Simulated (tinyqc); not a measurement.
Capillary instabilities by surface diffusion: grooving and agglomeration of films, edge retraction, wire break-up and smoothing of roughness: one step, computed by the program tinyqc.

Isotropic surface energy; shapes change by surface diffusion alone.

Task: Will grooves cut through? Groove angle beta: sin(beta) = gamma_b/(2 gamma). For circular grains of radius R with spherical caps the groove ends (measured from the mean surface) at the depth R g(beta), g = (2 - 3 cos beta + cos^3 beta)/(3 sin^3 beta). The film parts if R g(beta_s) > h.

Inputs (values chosen for the exercise, of the order of those of a gold film):
```
quantity                       value   unit
surface energy gamma_s          1.46  J/m^2
grain-boundary energy gamma_b   0.37  J/m^2
film thickness h                 8.5     nm
grain radius R                    66     nm
```

Grooves: at the surface only.

Give: beta_s; sum of g; critical R/h; final depth over h.

Result:

beta_s = 7.280 degrees

sum of g = 0.03185

critical R/h = 31.40

final depth over h = 0.2473

The grooves stop short by this estimate; triple junctions groove deeper and may still open.
